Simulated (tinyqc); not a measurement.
Inside a calculation. Model: MESFET, gradual channel with velocity saturation.

tinyqc, about 0.06 s, one thread, Intel Xeon 2.30GHz (shared host): `OMP_NUM_THREADS=1 python tinyqc.py 2500108 2500109 out.jsonl` Printed values are rounded.

A uniformly doped n-type channel, depleted from the top by a Schottky gate; at channel potential V the depleted share of a is u = sqrt((Vbi - Vg + V)/Vp), s at the source. Electrons drift with v = mu E/(1 + mu E/vsat). Abrupt depletion edge, no series resistance, source at 0.

Parameters, values chosen for the exercise; material values close to those of gallium arsenide:
- T = 325 K (temperature)
- eps_r = 12.8 (relative permittivity of the semiconductor)
- Nc = 5.05e17 cm^-3 (conduction-band density of states at T)
- Nd = 4.5e16 cm^-3 (donor density of the channel)
- a = 220 nm (channel thickness)
- mu = 4200 cm^2/(V s) (low-field mobility at this doping)
- vsat = 9.5e6 cm/s (saturation velocity)
- L = 5 um (gate length)
- W = 200 um (gate width)
- phiB = 0.65 V (Schottky barrier)
- Vg = -0.6 V (gate voltage)
- Vd = 0.15 V (drain voltage)

Constants: q = 1.602176634e-19 C, kB = 1.380649e-23 J/K, Vt = kB T/q, eps0 = 8.8541878128e-14 F/cm where lengths are in cm. Results are converted to the units shown.

Range of the model: The open channel at the source is under two Debye lengths thick, so the abrupt depletion edge is a rough picture.

## Built-in and pinch-off voltages

Vbi = phiB - Vt ln(Nc/Nd); Vp = q Nd a^2/(2 eps0 eps_r); G0 = q mu Nd a W/L; Z = mu Vp/(vsat L); s = sqrt((Vbi - Vg)/Vp). VT = Vbi - Vp.

Vbi = 0.5822836 V
Vp = 1.539500 V
VT = -0.9572160 V
G0 = 26.64740 mS
Z = 1.361242
s = 0.8763368

Z = 1.36: velocity saturation matters.

## Current below saturation

u = sqrt((Vbi - Vg + Vd)/Vp). I = (G0 Vp/3) F/(1 + Z (u^2 - s^2)), F = 3 (u^2 - s^2) - 2 (u^3 - s^3), with u at V = Vd; Z = 0 gives constant mobility, for which u stops at 1.

u = 0.9302690
F = 0.02818639
I for Z = 0 = 0.3854364 mA
I = 0.3403016 mA

The falling mobility lowers the current by 11.7 %.

## Iteration 1: the saturation point by Newton steps

u at the start = 0.876

a is the channel (half-)thickness, Vp its pinch-off voltage and Z = mu Vp/(vsat L); an iterate with u > 1 is an overshoot, not a physical state. f = (1 - u)(1 + Z (u^2 - s^2)) - Z F/3, F = 3 (u^2 - s^2) - 2 (u^3 - s^3); f' = -(1 + Z (u^2 - s^2)); u(new) = u - f/f'.

f = 0.1239999
f' = -0.9991966
u after iteration 1 = 1.000100

## Iteration 2: the saturation point by Newton steps

As before.

f = -0.01923174
f' = -1.316125
u after iteration 2 = 0.9854872

## Course of the iteration: the saturation point by Newton steps

Stop when u changes by less than 1e-10, or after 60 iterations.

Course of the iteration:
```
iteration          u  |change|
1           1.000100     0.124
2          0.9854872    0.0146
3          0.9852606   2.27e-4
4          0.9852605   5.40e-8
5          0.9852605   < 1e-13
```

Converged in 5 iterations. At the end the number of correct digits about doubles with each step.

## Saturation voltage, current and transconductance

um = 0.9852605

Vdsat = Vp (um^2 - s^2); Isat = (G0 Vp/Z)(1 - um), which is q Nd vsat a W (1 - um); gm = G0 (um - s)/(1 + Z (um^2 - s^2)). For Z = 0: Vdsat = Vp (1 - s^2), Isat = (G0 Vp/3)(1 - 3 s^2 + 2 s^3), gm = G0 (1 - s).

Vdsat = 0.3121676 V
Isat = 0.4442027 mA
gm = 2.274675 mS
Vdsat for Z = 0 = 0.3572160 V
Isat for Z = 0 = 0.5756373 mA
gm for Z = 0 = 3.295303 mS

The current saturates with 1.47 % of the channel still open at the drain, at 0.772 of the constant-mobility current.
